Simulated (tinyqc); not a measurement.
## All-pass ring resonator: effect of the ring radius

A ring of length L = 2 pi Rr coupled to one bus waveguide: round-trip amplitude a = 10^(-al L/20), self-coupling t = sqrt(1 - k2). At detuning d from the resonance the round-trip phase is p = 2 pi d/FSR and the transmission T = (a^2 - 2 a t cos p + t^2)/(1 - 2 a t cos p + a^2 t^2). Lossless coupler, linear absorption only.

FSR = lam^2/(ng L), finesse F = pi sqrt(a t)/(1 - a t), FWHM = FSR/F, Q = lam/FWHM, Tmin = (a - t)^2/(1 - a t)^2, power build-up k2 a^2/(1 - a t)^2, optical bandwidth c/(lam Q).

Parameters, values chosen for the exercise; values close to those of silicon waveguides: cold resonance wavelength lam = 1550 nm; group index ng = 4.01; propagation loss al = 4.2 dB/cm; power coupling k2 = 0.0069.

Constants: c = 299792458 m/s. Results are converted to the units shown.

The same in every row: t = 0.9965.

Results:
```
Rr (um)	a	Q	Tmin	build-up	bandwidth (GHz)
2.5	0.9992	3.024e4	0.4098	388.2	6.395
4	0.9988	4.367e4	0.2307	316.1	4.429
6.6	0.9980	6.165e4	0.07100	231.2	3.137
11	0.9967	8.256e4	3.108e-4	149.1	2.343
28	0.9915	1.195e5	0.1777	47.92	1.619
45	0.9864	1.341e5	0.3551	23.26	1.442
```

Estimate the missing row, Rr = 17 um.

Computed row:
```
Rr (um)	a	Q	Tmin	build-up	bandwidth (GHz)
17	0.9948	1.006e5	0.03897	92.55	1.922
```

With this row back in the table: As Rr goes from 2.5 to 45 um, Q rises from 30200 to 1.34e5, Tmin goes from 0.410 through a minimum of 3.11e-4 (at Rr = 11 um among the rows listed) to 0.355 and the build-up falls from 388 to 23.3. The ring is overcoupled (t < a) in 4 of the 7 rows; the dip is deepest where t and a cross. Bend loss, which grows for small rings, is left out.

Computed by the program tinyqc: `OMP_NUM_THREADS=1 python tinyqc.py 2650036 2650037 out.jsonl`, one thread of a shared Intel Xeon 2.30GHz, about 0.01 s for the whole run.
